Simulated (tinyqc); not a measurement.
# Band bending at a free surface with a continuum of surface states, surface photovoltage and Kelvin probe: what changes with what

n-type bulk, xi = Ec - EF = Vt ln(Nc/Nd), p0 = ni^2/Nd, ni = sqrt(Nc Nv) exp(-Eg/(2 Vt)), Eg in volts. b is the upward band bending, u = b/Vt. Space charge per area, in units of q: Qc = sign(b) sqrt((2 eps0 eps_r Vt/q) [(Nd + dn)(exp(-u) - 1) + Nd u + (p0 + dn)(exp(u) - 1)]), with dn the excess density under light (flat quasi-Fermi levels; 0 in the dark). The states hold -Ds (E0 - xi - b): negative while the Fermi level lies above the neutrality level. Neutrality: Qc + Qf + (charge of the states) = 0.

Inputs (values chosen for the exercise); band and dielectric values close to those of gallium nitride:
```
symbol    value         unit                                                    meaning
T           350            K                                                temperature
Eg         3.33           eV                                                   band gap
eps_r       9.5                                                   relative permittivity
Nc       2.9e18        cm^-3                     conduction-band density of states at T
Nv      5.68e19        cm^-3                        valence-band density of states at T
chi        4.08           eV                                          electron affinity
Nd       1.1e16        cm^-3                                              donor density
Qf       1.2e10        cm^-2                       fixed positive charge at the surface
pt         4.58           eV                             work function of the probe tip
Ds       1.4e13  cm^-2 eV^-1                                  density of surface states
E0         0.52           eV  depth of their neutrality level below the conduction edge
```

Constants: q = 1.602176634e-19 C, kB = 1.380649e-23 J/K, Vt = kB T/q, eps0 = 8.8541878128e-14 F/cm where lengths are in cm. Results are converted to the units shown.

Each table varies one quantity; the others keep the values above.

## Photovoltage against injection

Under chopped light the surface charge keeps its dark value, so b falls to bL with Qc(bL, dn) = Qc(b, 0); the photovoltage is b - bL.

Photovoltage against injection:
```
dn (cm^-3)   bL (V)  photovoltage (mV)  share of b removed (%)
1.4e7        0.3375           0.002784                8.247e-4
2.3e8        0.3375            0.04567                 0.01353
3.8e9        0.3368             0.7374                  0.2185
6.4e10       0.3282              9.338                   2.767
1.1e12       0.2909              46.62                   13.81
1.8e13       0.2315              106.1                   31.43
2.9e14       0.1629              174.7                   51.75
4.9e15      0.09068              246.9                   73.14
8.1e16      0.03305              304.5                   90.21
```

The photovoltage rises from 0.00278 to 305 mV, towards the full b = 338 mV. Its steepest rise is 58.8 mV a decade (Vt ln 10 = 69.4 mV), and it reaches 90.2 % of b in the last row: even strong light does not flatten the bands fully, so a saturation reading understates b. For dn = 8.1e16 the injection is high, and a Dember voltage, left out here, adds to the signal.

## Pinning by the surface states

Same model as above.

b solves the neutrality condition in the dark.

Pinning by the surface states:
```
Ds (cm^-2 eV^-1)       b (V)  xi + b (eV)  Qc (cm^-2)
2.4e10            -0.0024913      0.16564   -3.4954e9
6.7e10             0.0083281      0.17646   1.1017e10
1.8e11              0.038869      0.20700   4.4340e10
5.1e11               0.12384      0.29197   1.0429e11
1.4e12               0.23376      0.40189   1.5335e11
3.9e12               0.30325      0.47138   1.7760e11
1.1e13               0.33375      0.50189   1.8726e11
2.9e13               0.34488      0.51301   1.9066e11
8.1e13               0.34935      0.51748   1.9201e11
```

What does the table show?

b rises from -0.00249 to 0.349 V. The Fermi level moves towards E0 = 0.52 eV and is within 2.52 meV of it in the last row; it is half-way there at the Ds that solves Ds b = Qc(b) + Qf with b = (E0 - xi)/2, 8.06e11 cm^-2 eV^-1.

## Kelvin-probe contrast of the doping

Same model as above.

Work function chi + xi + b; contact potential difference CPD = (work function of the sample) - pt.

Kelvin-probe contrast of the doping:
```
Nd (cm^-3)  xi (eV)   b (V)  CPD (mV)
1.1e14       0.3070  0.2111     18.11
3.2e14       0.2748  0.2424     17.24
1e15         0.2405  0.2751     15.52
3.1e15       0.2063  0.3060     12.37
9.4e15       0.1729  0.3339     6.775
2.9e16       0.1389  0.3577    -3.415
8.8e16       0.1054  0.3735    -21.09
2.7e17      0.07160  0.3767    -51.66
```

What does the table show?

xi falls by 235 mV over the table and the CPD by 69.8 mV; b rises from 0.211 to 0.377 V. Between the first two rows the CPD follows 2.72 % of the change of xi, and between the last two 90.4 %. It is below 100 % where b rises with the doping (pinning hides it).

tinyqc, about 0.01 s, one thread, Intel Xeon 2.30GHz (shared host): `OMP_NUM_THREADS=1 python tinyqc.py 2430116 2430117 out.jsonl`
